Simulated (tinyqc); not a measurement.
Worked calculation: gas flow in a process chamber: flow regimes, conductance, effective pumping speed, pump-down, outgassing and purge. Computed by tinyqc, a small Python program that keeps every step. Command: `OMP_NUM_THREADS=1 python tinyqc.py 3121533 3121534 out.jsonl pump walk`. One thread of a shared host (Intel(R) Xeon(R) Processor @ 2.30GHz), about 0.09 s of CPU time with the checks. Intermediate numbers are printed to about 6 digits and carried at full precision; extremes and crossings named in words are read from the listed rows.

Ideal gas, isothermal flow, a pump of constant speed at the end of a round pipe; process gas, volume gas and outgassing are given the same properties. 1 sccm = 101325 Pa x 1e-6 m^3/60 s x T/273.15 K.

Inputs (values chosen for the exercise, modelled on water vapour near room temperature):

| quantity | value | unit |
|---|---|---|
| molar mass M | 18.02 | g/mol |
| molecular diameter | 0.46 | nm |
| viscosity eta | 9.9 | micropascal s |
| temperature T | 350 | K |
| chamber volume V | 140 | L |
| wall area | 0.32 | m^2 |
| pipe diameter d | 16 | cm |
| pipe length l | 290 | cm |
| pump speed S | 450 | L/s |
| process gas flow | 120 | sccm |
| outgassing rate after 1 h | 6.5e-06 | Pa m^3/(s m^2) |
| outgassing exponent n | 1.1 | - |
| starting pressure p0 | 370 | Pa |
| target base pressure | 0.0002 | Pa |

Constants: k_B = 1.380649e-23 J/K; u = 1.6605390666e-27 kg.

## Molecular flow

Mean speed c = sqrt(8 k_B T/(pi m)); aperture conductance C_a = c pi d^2/16; molecular pipe C_m = C_a/(1 + 3 l/(4 d)) (Dushman form); viscous pipe C_v = pi d^4 p_mean/(128 eta l); Knudsen interpolation C = C_v + C_m (1 + x)/(1 + 1.24 x), x = d p_mean sqrt(m/(k_B T))/eta. Effective speed 1/S_eff = 1/S + 1/C_m; time constant V/S_eff; pressure at which the free path k_B T/(sqrt2 pi d_m^2 p) equals d.

mean speed c = 641.274 m/s

C_a = 3223.40 L/s

C_m = 220.875 L/s

S_eff in molecular flow = 148.155 L/s

time constant = 0.944954 s

pressure where the free path equals d = 0.0321256 Pa

The pipe passes on 33 % of the pump speed.

## Process pressure

Steady flow: the pump inlet is at p_2 = Q/S, and the chamber pressure p_1 solves Q = C((p_1 + p_2)/2) (p_1 - p_2). Residence time = p_1 V/Q. Knudsen number = free path at the mean pressure over d.

throughput Q = 259.665 Pa L/s

p_2 = 0.577033 Pa

chamber pressure p_1 = 0.995964 Pa

conductance C = 619.829 L/s

residence time = 0.536980 s

Knudsen number = 0.0408463

The flow in the pipe is transitional.

## Purging a well-mixed chamber

With steady flow a contaminant decays as exp(-t/residence time); gas used = flow x time.

time to dilute 1e3 times = 3.70933 s

time to dilute 1e6 times = 7.41865 s

gas used for 1e6 = 14.8373 standard cm^3

## Pump-down curve

Pump-down: V dp/dt = -S_eff(p) p + q(t) A, with S_eff = S p_2/p, where p_2 solves C((p + p_2)/2) (p - p_2) = S p_2 at each moment, and q(t) = q_1 (1 h/(t + 10 s))^n; integrated adaptively. At long times p = q(t) A/S_eff. S_eff(p) is tabulated at 260 pressures and interpolated in ln p. Comparison columns: p0 exp(-t/time constant) with the molecular S_eff (0 below 1e-26 p0), and the outgassing limit.

Pressure against time:

| t (s) | p (Pa) | S_eff (L/s) | volume gas only (Pa) | outgassing limit (Pa) |
|---|---|---|---|---|
| 0.3 | 1.41562e+02 | 447.457 | 2.69354e+02 | 8.81369e-03 |
| 1 | 1.56238e+01 | 427.883 | 1.28413e+02 | 8.19873e-03 |
| 3 | 2.59209e-01 | 173.811 | 1.54675e+01 | 6.82246e-03 |
| 10 | 4.72293e-03 | 146.336 | 9.38138e-03 | 4.24762e-03 |
| 30 | 2.04871e-03 | 147.274 | 6.03111e-12 | 1.98158e-03 |
| 100 | 6.58881e-04 | 147.855 | 0 | 6.51248e-04 |
| 300 | 2.09185e-04 | 148.058 | 0 | 2.08344e-04 |
| 1000 | 5.68920e-05 | 148.129 | 0 | 5.68231e-05 |
| 3600 | 1.40012e-05 | 148.149 | 0 | 1.39965e-05 |
| 20000 | 2.12781e-06 | 148.154 | 0 | 2.12768e-06 |
| 100000 | 3.62440e-07 | 148.155 | 0 | 3.62436e-07 |

From t = 10 s on the pressure is within 20 % of the outgassing limit, which falls only as (t + 10 s)^-1.1: walls, not volume, set the time to base pressure. Early on viscous flow raises S_eff to 447 L/s, 3.0 times its molecular value.

## Time to base pressure

From the outgassing limit: t = 1 h x (q_1 A/(S_eff p_target))^(1/n) - 10 s; monolayer time at the target = 1e19 m^-2 x 4 k_B T/(p c) for unit sticking.

time to the target = 0.0865931 h

monolayer time = 1.50708 s

Checks made by the program: throughput from C and the pressure drop (relative difference below 1e-10).
